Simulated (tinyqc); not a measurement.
# Worked calculation: drifting, spreading and decaying minority pulse (Haynes-Shockley), explicit time steps

Numbers from tinyqc (`OMP_NUM_THREADS=1 python tinyqc.py 2310112 2310113 out.jsonl`; about 0.01 s on one thread of a shared Intel Xeon 2.30GHz). Printed values are rounded.

Low injection in a uniform field: dn/dt = D d2n/dx2 - v dn/dx - n/tau with D = mu Vt and v = mu F towards +x. Exact solution on an infinite bar for a Gaussian start at x0: n = N0 exp(-t/tau) exp(-(x - x0 - v t)^2/(2 s^2))/sqrt(2 pi s^2), s^2 = s0^2 + 2 D t.

Inputs (values chosen for the exercise); mobility that of a made-up semiconductor:
- T = 300 K (temperature)
- mu = 441 cm^2/(V s) (minority-carrier mobility)
- F = 2.7 V/cm (sweep field along the drift)
- hx = 50 um (mesh step)
- tau = 0.0001 s (lifetime)
- N0 = 6e9 cm^-2 (injected sheet density)
- dt = 8.6e-7 s (time step)
- s0 = 56 um (initial width (standard deviation))

Constants: q = 1.602176634e-19 C, kB = 1.380649e-23 J/K, Vt = kB T/q. Results are converted to the units shown.

## Coefficients of the scheme

Exponentially fitted fluxes: d = F hx/Vt, B(d) = d/(exp(d) - 1), k = D dt/hx^2; (L n)_i = a n_(i-1) + b n_i + c n_(i+1) with a = k B(-d), c = k B(d), b = -a - c - dt/tau. Explicit steps keep n positive for dt up to 1/[(D/hx^2)(B(d) + B(-d)) + 1/tau].

D = 11.4007 cm^2/s
v = 1190.70 cm/s
d = 0.522203
a = 0.503457
b = -0.810714
c = 0.298657
positivity limit of dt = 1.06079e-6 s

dt is 0.81 times the explicit limit. On this mesh the fitted flux acts like a diffusion coefficient (d/2) coth(d/2) D = 1.02 D for a travelling pulse, before the error of the time steps.

## Initial pulse

Nodes x_i = i hx, i = 1 to 12, n = 0 at nodes 0 and 13; the Gaussian at t = 0 with x0 = 4 hx.

| node | n at t = 0 (1e11 cm^-3) |
|---|---|
| 1 | 0.11828 |
| 2 | 0.86784 |
| 3 | 2.86923 |
| 4 | 4.27438 |
| 5 | 2.86923 |
| 6 | 0.86784 |
| 7 | 0.11828 |
| 8 | 0.00726 |
| 9 | 0.00020 |
| 10 | 0.00000 |
| 11 | 0.00000 |
| 12 | 0.00000 |

## Step 1: densities after a time step

(L n)_i = a n_(i-1) + b n_i + c n_(i+1), n = 0 beyond the ends. Explicit step: n(new) = n + L n.

| node | n at t = 1 dt (1e11 cm^-3) |
|---|---|
| 1 | 0.28157 |
| 2 | 1.08073 |
| 3 | 2.25660 |
| 4 | 3.11053 |
| 5 | 2.95426 |
| 6 | 1.64413 |
| 7 | 0.46148 |
| 8 | 0.06098 |
| 9 | 0.00370 |
| 10 | 0.00010 |
| 11 | 0.00000 |
| 12 | 0.00000 |

## Step 2: densities after a time step

As before.

| node | n at t = 2 dt (1e11 cm^-3) |
|---|---|
| 1 | 0.37607 |
| 2 | 1.02028 |
| 3 | 1.90022 |
| 4 | 2.60719 |
| 5 | 2.61625 |
| 6 | 1.93638 |
| 7 | 0.93331 |
| 8 | 0.24498 |
| 9 | 0.03143 |
| 10 | 0.00188 |
| 11 | 0.00005 |
| 12 | 0.00000 |

## Step 3: densities after a time step

As before.

| node | n at t = 3 dt (1e11 cm^-3) |
|---|---|
| 1 | 0.37590 |
| 2 | 0.94997 |
| 3 | 1.65201 |
| 4 | 2.23155 |
| 5 | 2.38614 |
| 6 | 1.96244 |
| 7 | 1.22471 |
| 8 | 0.52564 |
| 9 | 0.12985 |
| 10 | 0.01620 |
| 11 | 0.00096 |
| 12 | 0.00003 |

## Course in time

The same steps, now on nodes 1 to 60 (n = 0 at nodes 0 and 61), for 24 steps; centre = sum x n/sum n. Deviations are from the exact pulse, as a share of its largest value on the nodes; a run counts as stable if they stay under 100 %.

Course of the iteration:

| step | hx sum n (cm^-2) | centre (um) | most negative n (cm^-3), 0 if none | largest deviation (% of the peak) |
|---|---|---|---|---|
| 1 | 5.92704e9 | 211.081 | 0 | 5.46 |
| 2 | 5.83402e9 | 223.006 | 0 | 5.41 |
| 3 | 5.72769e9 | 235.623 | 0 | 4.51 |
| 4 | 5.62230e9 | 248.407 | 0 | 4.20 |
| 5 | 5.52095e9 | 261.219 | 0 | 4.82 |
| 6 | 5.42498e9 | 273.975 | 0 | 6.58 |
| 7 | 5.33448e9 | 286.641 | 0 | 8.19 |
| 8 | 5.24918e9 | 299.200 | 0 | 9.49 |
| 9 | 5.16863e9 | 311.649 | 0 | 10.6 |
| ... | ... | ... | ... | ... |
| 16 | 4.70355e9 | 395.964 | 0 | 14.7 |
| 17 | 4.64738e9 | 407.668 | 0 | 15.0 |
| 18 | 4.59309e9 | 419.301 | 0 | 15.0 |
| 19 | 4.54050e9 | 430.868 | 0 | 15.1 |
| 20 | 4.48948e9 | 442.373 | 0 | 15.1 |
| 21 | 4.43990e9 | 453.821 | 0 | 15.3 |
| 22 | 4.39164e9 | 465.214 | 0 | 15.5 |
| 23 | 4.34462e9 | 476.556 | 0 | 15.5 |
| 24 | 4.29874e9 | 487.850 | 0 | 15.5 |

The run is stable. After 24 steps the deviation is 16 % of the peak. From step 1 to the last the centre has moved at 1.18 v and the content is 12 % below N0 exp(-t/tau). On an endless mesh these steps would give a speed of 1.01 v and a content of 0.999 times the exact one, from dt/tau = 0.00860 alone; the rest comes from the absorbing ends.
